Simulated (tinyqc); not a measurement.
Conductance steps with and without the scatterer: conductance of a narrow metal strip with scatterers (square lattice, Green functions).

A strip of W sites across with hard walls, site energy 0 and hopping -t. Mode n = 1 to W has profile chi_n(j) = sqrt(2/(W + 1)) sin(n j pi/(W + 1)) and energy en = -2t cos(n pi/(W + 1)); E = en - 2t cos(kn a). With z_n = exp(i kn a) (Im k > 0 for closed modes, |z| < 1) each lead gives the self-energy -t z_n in mode n. One column carries the site energies v, here a uniform barrier across the strip, as of a grain boundary. In the mode basis V_nm = sum_j chi_n(j) v_j chi_m(j), G = (E - en + 2 t z_n - V)^-1, and t_nm = 2t sqrt(sin(kn a) sin(km a)) G_nm in size for open modes. T = sum |t_nm|^2, conductance (2e^2/h) T.

Parameters, chosen for this exercise (out of a larger set: hopping and spacing of the size met in Cu or Al; the lattice is a model; not measured data): t = 1.64 eV (hopping); W = 3 (sites across); v = (2, 2, 2) eV (site energies in the scattering column).

E is varied across the lower half of the band.

Against energy:

| E/t | E (eV) | open modes | T | reflected |
|---|---|---|---|---|
| -3.30 | -5.412 | 1 | 0.2298 | 0.7702 |
| -2.95 | -4.838 | 1 | 0.5246 | 0.4754 |
| -2.65 | -4.346 | 1 | 0.6244 | 0.3756 |
| -2.30 | -3.772 | 1 | 0.6837 | 0.3163 |
| -1.95 | -3.198 | 2 | 0.8312 | 1.1688 |
| -1.65 | -2.706 | 2 | 1.1883 | 0.8117 |
| -1.30 | -2.132 | 2 | 1.3367 | 0.6633 |
| -0.95 | -1.558 | 2 | 1.3935 | 0.6065 |
| -0.65 | -1.066 | 2 | 1.4030 | 0.5970 |
| -0.30 | -0.492 | 3 | 1.7906 | 1.2094 |
| 0.05 | 0.082 | 3 | 1.8739 | 1.1261 |

What can be read from this table?

The clean strip goes from 1 to 3 open modes. The reflected flux ranges from 0.316 (E/t = -2.3) to 1.209 (E/t = -0.3). A uniform barrier reflects each mode by v^2/(v^2 + (2t sin(kn a))^2), most the slow ones just above their thresholds.

Computed by tinyqc, a small Python program: `OMP_NUM_THREADS=1 python tinyqc.py 1452251 1452252 out.jsonl` (the numbers bound the seed that draws the inputs); one thread of a shared host (Intel(R) Xeon(R) Processor @ 2.30GHz), about 0.01 s for the whole set of steps.
